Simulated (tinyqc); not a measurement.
# Worked calculation: deep-level transient spectroscopy

Computed by the program tinyqc: `OMP_NUM_THREADS=1 python tinyqc.py 2050087 2050088 out.jsonl`, one thread of a shared Intel Xeon 2.30GHz, about 0.01 s for the whole run. Printed values are rounded.

Schottky contact on an n-type layer with shallow donors Nd (all ionised) and a donor-like deep trap, neutral when filled and positive when empty; depletion approximation. Traps within lam of the depletion edge stay filled. A long pulse to Vp fills the traps beyond x1 = Wp - lam; back at Vr those between x1 and x2 = Wr - lam emit. A rate window reads S = C(t2) - C(t1).

Values chosen for this exercise; material values close to those of indium phosphide: relative permittivity eps_r = 12.5; conduction-band density of states at 300 K Nc = 5.6e17 cm^-3; thermal velocity at 300 K vth = 4.2e7 cm/s; shallow donor density Nd = 8.1e15 cm^-3; built-in voltage Vbi = 0.63 V; depth of the trap below the conduction edge Et = 0.41 eV; capture cross-section sn = 5.8e-17 cm^2; trap density Nt = 3.7e13 cm^-3; reverse bias Vr = 8.1 V; reverse bias during the filling pulse Vp = 0.7 V; first sampling time t1 = 10 ms; second sampling time t2 = 50 ms; temperature of the transient T = 284 K.

Constants: q = 1.602176634e-19 C, kB = 1.380649e-23 J/K, eps0 = 8.8541878128e-14 F/cm where lengths are in cm. Results are converted to the units shown.

## Emission rate and rate window

Emission rate en = sn vth(T) Nc(T) exp(-Et/kB T) = sn g T^2 exp(-Et/kB T), g = vth Nc/(300 K)^2, as vth goes as T^0.5 and Nc as T^1.5 (degeneracy factor 1). For an exponential transient S peaks where en = ew = ln(t2/t1)/(t2 - t1).

g = 2.61333e20 cm^-2 s^-1 K^-2
en = 64.7923 1/s
1/en = 15.4339 ms
ew = 40.2359 1/s

## Widths

lam = sqrt(2 eps0 eps_r (EF - ET)/(q Nd)), EF - ET = Et - (kB T/q) ln(Nc(T)/Nd), Nc(T) = Nc (T/300 K)^1.5. In the steady state at the band bending V, 2 eps0 eps_r V/q = Nd W^2 + Nt (W - lam)^2 (the second term only if W > lam). V = Vbi + Vr gives Wr and V = Vbi + Vp gives Wp; x1 = max(Wp - lam, 0).

lam = 229.331 nm
Wr = 1218.43 nm
Wp = 475.999 nm
x1 = 246.668 nm
x2 = 989.100 nm
G = (x2^2 - x1^2)/Wr^2 = 0.618005

The rule Nt = 2 Nd |dC|/C assumes G = 1 and would understate Nt by a factor of about 1/G = 1.62 here (the limit of small Nt/Nd).

## The transient

| sample | t (ms) |
|---|---|
| 0 | 0 |
| 1 | 5 |
| 2 | 10 |
| 3 | 30 |
| 4 | 50 |
| 5 | 100 |
| 6 | 250 |

W(t)^2 = Wr^2 + (Nt/Nd)(x2^2 - x1^2) exp(-en t), C = eps0 eps_r/W; for small Nt, dC/C = -(Nt/2 Nd) G exp(-en t) with G = (x2^2 - x1^2)/Wr^2. S = C(t2) - C(t1).

| sample | C (nF/cm^2) | C - C(final) (pF/cm^2) |
|---|---|---|
| 0 | 9.07080 | -12.7943 |
| 1 | 9.07433 | -9.2593 |
| 2 | 9.07689 | -6.6999 |
| 3 | 9.08176 | -1.8350 |
| 4 | 9.08309 | -0.5023 |
| 5 | 9.08357 | -0.0197 |
| 6 | 9.08359 | 0.0000 |

S = 6.19758 pF/cm^2

## Step 1: peak temperature

T at the start = 300 K

Fixed-point step for en(T) = ew: T(new) = (Et q/kB)/ln(sn g T^2/ew), g = vth Nc/(300 K)^2.

T after step 1 = 274.401 K

## Course of the iteration for the peak temperature

Start from 300 K; stop when T changes by less than 1e-8 K.

Course of the iteration:

| step | T (K) | change (K) |
|---|---|---|
| 1 | 274.401 | 25.6 |
| 2 | 277.253 | 2.85 |
| 3 | 276.920 | 0.334 |
| 4 | 276.959 | 0.0388 |
| 5 | 276.954 | 4.52e-3 |
| 6 | 276.955 | 5.26e-4 |
| 7 | 276.954 | 6.13e-5 |
| 8 | 276.954 | 7.13e-6 |
| 9 | 276.954 | 8.31e-7 |
| 10 | 276.954 | 9.67e-8 |
| 11 | 276.954 | 1.13e-8 |
| 12 | 276.954 | 1.31e-9 |

Converged in 12 steps; each multiplies the error by -2 kB T/Et = -0.12.
